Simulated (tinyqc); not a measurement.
Planar ballistic transistor, top-of-the-barrier model: two steps of the calculation.

At the top of the source barrier, states moving towards the drain are filled by the source (Fermi level 0) and states moving back by the drain (Fermi level -q Vd); nothing scatters. U is the shift of the band edge there, set by the capacitances CG, CD and CS (the total) and by the charge. Parabolic two-dimensional band; the source is grounded.

Values chosen for this exercise; mass and valleys close to those of gallium arsenide:
- T = 300 K (temperature)
- m = 0.0665 m0 (effective mass)
- gv = 1 (valley degeneracy)
- eox = 3.9 (relative permittivity of the gate insulator)
- tox = 2.1 nm (insulator thickness)
- aG = 0.88 (gate control CG/CS)
- aD = 0.111 (drain control CD/CS)
- E0 = 0.2 eV (band edge at the barrier top above the source Fermi level at zero bias)
- Vg = 0.7 V (gate voltage)
- Vd = 0.1 V (drain voltage)

Constants: q = 1.602176634e-19 C, kB = 1.380649e-23 J/K, hbar = 1.054571817e-34 J s, m0 = 9.1093837015e-31 kg, Vt = kB T/q, eps0 = 8.8541878128e-14 F/cm where lengths are in cm. Results are converted to the units shown.

Task 1. Density of states, capacitances and charge at zero bias. N0 = gv m kB T/(pi hbar^2), CG = eps0 eox/tox, vT = sqrt(2 kB T/(pi m)), CS = CG/aG, n0 = n at U = 0 and Vd = 0. eta1 = -(E0 + U)/Vt, eta2 = eta1 - Vd/Vt, n = (N0/2)[F_0(eta1) + F_0(eta2)], F_0(x) = ln(1 + exp x). UL = -(aG Vg + aD Vd).

Give: N0; CG; CS; n0; UL.

Result 1.

N0 = 7.181e11 cm^-2
CG = 1.644 uF/cm^2
CS = 1.869 uF/cm^2
n0 = 3.135e8 cm^-2
UL = -0.6271 eV

Task 2. Self-consistent potential at the barrier top. U(out) = UL + q (n - n0)/CS. Newton step: U(new) = U + (U(out) - U)/(1 + CQ/CS), CQ = (q/Vt) dn/d(eta1) with both F' summed; F_0'(x) = 1/(1 + exp(-x)).

U after iteration 1 = -0.36151400 eV
N0 = 7.1814639e11 cm^-2
CS = 1.8685786 uF/cm^2
n0 = 3.1352058e8 cm^-2
UL = -0.6271 eV

Find: eta1; eta2; n; U(out); CQ; U after iteration 2.

Result 2.

eta1 = 6.2476
eta2 = 2.3795
n = 3.1303e12 cm^-2
U(out) = -0.35873 eV
CQ = 4.2578 uF/cm^2
U after iteration 2 = -0.36066 eV

Computed by the program tinyqc: `OMP_NUM_THREADS=1 python tinyqc.py 2400020 2400021 out.jsonl`, one thread of a shared Intel Xeon 2.30GHz, about 0.01 s for the whole run.
